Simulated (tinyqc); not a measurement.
# Worked calculation: electron continuity equation in a given potential, Scharfetter-Gummel discretisation

Program tinyqc, `OMP_NUM_THREADS=1 python tinyqc.py 2220009 2220010 out.jsonl`; Intel Xeon 2.30GHz, shared host, one thread, about 0.01 s. Printed values are rounded.

Steady state in one dimension: J = q mu n E + q D dn/dx with E = -dpsi/dx and D = mu Vt, dJ/dx = q (n/tau - G), fixed densities nL and nR at the ends. The potential is given, psi = 0 for x < L/2 and U (2 x/L - 1) beyond, and is not changed by the electrons.

Inputs (values chosen for the exercise); mobility close to that of In0.53Ga0.47As at room temperature:

| symbol | value | unit | meaning |
|---|---|---|---|
| T | 300 | K | temperature |
| mu | 11100 | cm^2/(V s) | electron mobility |
| L | 1.1 | um | length of the region |
| nL | 5.8e12 | cm^-3 | density at x = 0 |
| nR | 0 | cm^-3 | density at x = L |
| tau | 3.2e-12 | s | lifetime |
| G | 0 | cm^-3 s^-1 | uniform generation rate |
| U | 0.79 | V | potential difference psi(L) - psi(0) |

Constants: q = 1.602176634e-19 C, kB = 1.380649e-23 J/K, Vt = kB T/q. Results are converted to the units shown.

Range of the model: The drift velocity mu E exceeds 1e7 cm/s somewhere, where real mobilities no longer stay constant.

## Potential on the mesh

9 equal intervals, h = L/9; psi = 0 for x < L/2 and U (2 x/L - 1) beyond.

```
node,psi (V)
0,0.000000
1,0.000000
2,0.000000
3,0.000000
4,0.000000
5,0.087778
6,0.263333
7,0.438889
8,0.614444
9,0.790000
```

## Bernoulli factors

d_i = (psi_(i+1) - psi_i)/Vt; B(d) = d/(exp(d) - 1), B(0) = 1. The flux on interval i is J_i = (q D/h) [n_(i+1) B(d_i) - n_i B(-d_i)].

```
interval,d_i,B(d_i),B(-d_i)
0,0.00000,1,1
1,0.00000,1,1
2,0.00000,1,1
3,0.00000,1,1
4,3.39540,0.117787,3.51318
5,6.79079,0.00764197,6.79843
6,6.79079,0.00764197,6.79843
7,6.79079,0.00764197,6.79843
8,6.79079,0.00764197,6.79843
```

The largest |d_i| is 6.79, above 2, where central differences lose the sign pattern that keeps densities positive.

## Tridiagonal system for the inner nodes

Row i (1 to 8): B(-d_(i-1)) n_(i-1) + b_i n_i + B(d_i) n_(i+1) = f_i with b_i = -B(-d_i) - B(d_(i-1)) - h^2/(D tau) and f_i = -G h^2/D; the known end values are moved to the right: f_1 loses B(-d_0) nL and f_8 loses B(d_8) nR. h = L/9, D = mu Vt.

```
node,diagonal b,right side f (cm^-3)
1,-2.16268,-5.8e12
2,-2.16268,0
3,-2.16268,0
4,-4.67586,0
5,-7.07890,0
6,-6.96876,0
7,-6.96876,0
8,-6.96876,0
```

## Densities and current

B(d_i) and B(-d_i) are the Bernoulli factors of the potential steps, b and f the diagonal and right side. Solve B(-d_(i-1)) n_(i-1) + b_i n_i + B(d_i) n_(i+1) = f_i (end values already in f), then J_i = (q D/h) [n_(i+1) B(d_i) - n_i B(-d_i)], h = L/9, D = mu Vt.

```
node,n (cm^-3)
0,5.8e12
1,3.72705e12
2,2.26042e12
3,1.16151e12
4,2.51553e11
5,1.24975e11
6,1.22051e11
7,1.19196e11
8,1.16283e11
9,0
```

```
interval,J (A/cm^2)
0,-7.79769
1,-5.51695
2,-4.13370
3,-3.42293
4,-3.26899
5,-3.19251
6,-3.11782
7,-3.04488
8,-2.97372
```

Against a mesh 200 times finer the densities are off by at most 48 % of their local values.
